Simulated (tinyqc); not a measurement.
# Current of a Schottky diode by thermionic-emission-diffusion theory, and its read-back from I-V-T and C-V data, step by step

A worked calculation. Computed by tinyqc, a small Python program that keeps every step. Command: `OMP_NUM_THREADS=1 python tinyqc.py 3026539 3026540 out.jsonl schottky walk`. One thread of a shared host (Intel(R) Xeon(R) Processor @ 2.30GHz), about 0.01 s of CPU time with the checks. Intermediate numbers are printed to about 7 digits and carried at full precision; extremes and crossings named in words are read from the listed rows.

Full ionisation, no tunnelling, no recombination current. V is the voltage across the junction itself, forward positive.

Inputs (values chosen for the exercise, modelled on n-type Ga2O3):

| quantity | value | unit |
|---|---|---|
| Richardson constant A* | 32 | A/(cm^2 K^2) |
| effective density of states at 300 K, N_c | 3.5e+18 | 1/cm^3 |
| permittivity eps | 10.2 | - |
| mobility mu | 130 | cm^2/(V s) |
| barrier without image force phi_0 (mean) | 1.16 | eV |
| doping N | 4.6e+16 | 1/cm^3 |
| series resistance R_s | 0.38 | milliohm cm^2 |
| junction voltage V | 0.44 | V |
| temperature T | 300 | K |
| standard deviation sigma | 47 | meV |
| relative change of sigma^2 with bias, rho | 0.26 | 1/V |

Barrier: Gaussian spread of heights.

Constants: k_B = 8.617333262e-05 eV/K; e = 1.602176634e-19 C; eps_0 = 8.8541878128e-12 F/m.

## Barrier at the given bias

N_c(T) = N_c (T/300 K)^(3/2); V_bi = phi_0 - (k_B T/e) ln(N_c(T)/N); surface field F = sqrt(2 e N (V_bi - V - k_B T/e)/(eps eps_0)); image lowering d_phi = sqrt(e F/(4 pi eps eps_0)); effective barrier phi = phi_0 - d_phi - sigma^2 (1 - rho V)/(2 k_B T).

built-in voltage V_bi = 1.048012 V

surface field F = 97.47561 kV/cm

image lowering = 37.09572 meV

effective barrier phi = 1.085068 eV

## Current

Collection velocity v_R = A* T^2/(e N_c(T)); diffusion velocity v_D = mu F; J = e N_c(T) v_R/(1 + v_R/v_D) exp(-phi/k_B T) [exp(e V/k_B T) - 1]. Terminal voltage V + J R_s.

v_R = 5135870 cm/s

v_D = 1.267183e+07 cm/s

current density J = 2.985105e-05 A/cm^2

terminal voltage = 0.4400000 V

v_D/v_R = 2.47: both steps matter.

## Read-back from the I-V curve

Ideality n = (e/k_B T)/(d ln J/dV) by a central difference of +/- 1 mV; J_0 = J exp(-e V/(n k_B T)); apparent barrier phi_IV = k_B T ln(A* T^2/J_0); a C-V plot gives phi_CV = phi_0, the mean without lowering.

ideality factor n = 1.034599

extrapolated J_0 = 2.140315e-12 A/cm^2

apparent barrier phi_IV = 1.079150 eV

phi_CV - phi_IV = 80.85044 meV

n exceeds 1 because forward bias lowers the field, which weakens the image lowering and v_D, and narrows the spread of barriers.

## Temperature series and Richardson plot

A least-squares line of ln(J_0/T^2) against 1/(k_B T) gives a barrier (minus the slope) and a Richardson constant (exp of the intercept).

At the same junction voltage:

| T (K) | 1/k_B T (1/eV) | n | J_0 (A/cm^2) | phi_IV (eV) | ln(J_0/T^2) |
|---|---|---|---|---|---|
| 200 | 58.02259 | 1.036017 | 3.384543e-21 | 1.054717 | -57.73170 |
| 250 | 46.41807 | 1.034522 | 5.633269e-16 | 1.069009 | -46.15559 |
| 300 | 38.68173 | 1.034599 | 2.140315e-12 | 1.079150 | -38.27763 |
| 350 | 33.15577 | 1.035801 | 8.748365e-10 | 1.086948 | -32.57285 |
| 400 | 29.01130 | 1.037960 | 8.597173e-08 | 1.093295 | -28.25218 |
| 450 | 25.78782 | 1.041056 | 3.213436e-06 | 1.098674 | -24.86666 |

barrier from the Richardson plot = 1.019666 eV

Richardson constant from the plot = 3.647908 A/(cm^2 K^2)

From 200 to 450 K n goes from 1.036 to 1.041 and phi_IV from 1.055 to 1.099 eV. The plot returns 1.020 eV against phi_0 = 1.16 and a constant 0.114 times the true A*: a spread of barriers lets cold carriers pick the low patches, which bends the plot and lowers both numbers.

## Forward curve with series resistance

Terminal voltage V + J R_s; apparent ideality from neighbouring rows, (e/k_B T) dV_terminal/d ln J.

Forward curve; the last column belongs to the interval up to the next row:

| V (V) | J (A/cm^2) | terminal voltage (V) | apparent n |
|---|---|---|---|
| 0.249 | 2.315352e-08 | 0.249000 | 1.030276 |
| 0.346 | 8.836067e-07 | 0.346000 | 1.033040 |
| 0.443 | 3.339407e-05 | 0.443000 | 1.036794 |
| 0.539 | 1.199977e-03 | 0.539000 | 1.042440 |
| 0.636 | 4.391577e-02 | 0.636017 | 1.057348 |
| 0.733 | 1.559252e+00 | 0.733593 | 1.280288 |
| 0.830 | 5.235990e+01 | 0.849897 | 7.546523 |
| 0.927 | 1.529650e+03 | 1.508267 | - |

The resistance takes over where J R_s exceeds k_B T/e, at J = 68.0 A/cm^2; the apparent ideality climbs from 1.03 to 7.55, so barrier and n must be read below that current.

Checks made by the program: v_D = mu F against the drift-diffusion integral over the parabolic barrier, a ratio 2 y Dawson(y) with y^2 = (V_bi - V)/(k_B T/e) - 1 (relative difference 2e-02).
